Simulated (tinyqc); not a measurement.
From results to parameters: minimal-basis H2. Computed by the program tinyqc with PySCF.

Problem. For two electrons in the two orbitals of minimal-basis H2, the CIS energies are e2 - e1 - J12 + 2 K12 and e2 - e1 - J12, and E_corr = D - sqrt(D^2 + K12^2) with 2D the energy of the double excitation. Find J12, K12, D, the MP2 energy and the weight of the double excitation.

orbital gap e2 - e1 = 0.38883947 hartree
CIS singlet and triplet energies (hartree): 0.382624  -0.132742
FCI correlation energy = -0.15969288 hartree

Solution. Half the singlet-triplet splitting is K12, the gap less the triplet energy is J12, D = (E_corr^2 - K12^2)/(2 E_corr), MP2 is -K12^2/(2 gap), and the weight is c^2/(1 + c^2) with c = E_corr/K12.

J12, K12, D (hartree): 0.522  0.258  0.128
MP2 correlation energy = -0.085383 hartree
weight of the double excitation = 0.2775
